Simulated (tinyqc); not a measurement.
Band-to-band tunnelling and avalanche in a reverse-biased abrupt junction: one step, computed by the program tinyqc. Command: `OMP_NUM_THREADS=1 python tinyqc.py 3026618 3026619 out.jsonl zener walk`. One thread of a shared host (Intel(R) Xeon(R) Processor @ 2.30GHz), about 0.01 s of CPU time with the checks.

Direct Kane tunnelling in the local field (for indirect gaps the mass is an effective fit) and one ionisation coefficient for both carriers. N is the doping of the light side, or N_A N_D/(N_A + N_D) for the symmetric junction; the built-in voltage is taken as E_g/e.

Task: Junction at the given bias. E_g(T) = E_g - (T - 300 K)(-dE_g/dT); b(T) = b [1 + (rise)(T - 300 K)]; w = sqrt(2 eps eps_0 (V_R + E_g/e)/(e N)); F_m = 2 (V_R + E_g/e)/w; the field falls linearly from F_m to 0 across w.

Inputs (values chosen for the exercise, modelled on In0.53Ga0.47As): band gap at 300 K, E_g = 0.77 eV; gap narrowing with temperature, -dE_g/dT = 0.36 meV/K; permittivity eps = 13.9; effective doping N = 6e+17 1/cm^3; reverse bias V_R = 1.6 V; temperature T = 250 K.

Junction: one-sided.

Constants: eps_0 = 8.8541878128e-12 F/m; e = 1.602176634e-19 C.

Give: E_g(T); depletion width w; peak field F_m; shortest tunnelling distance E_g/(e F_m).

Result:

E_g(T) = 0.788 eV

depletion width w = 78.20 nm

peak field F_m = 0.6108 MV/cm

shortest tunnelling distance E_g/(e F_m) = 12.90 nm
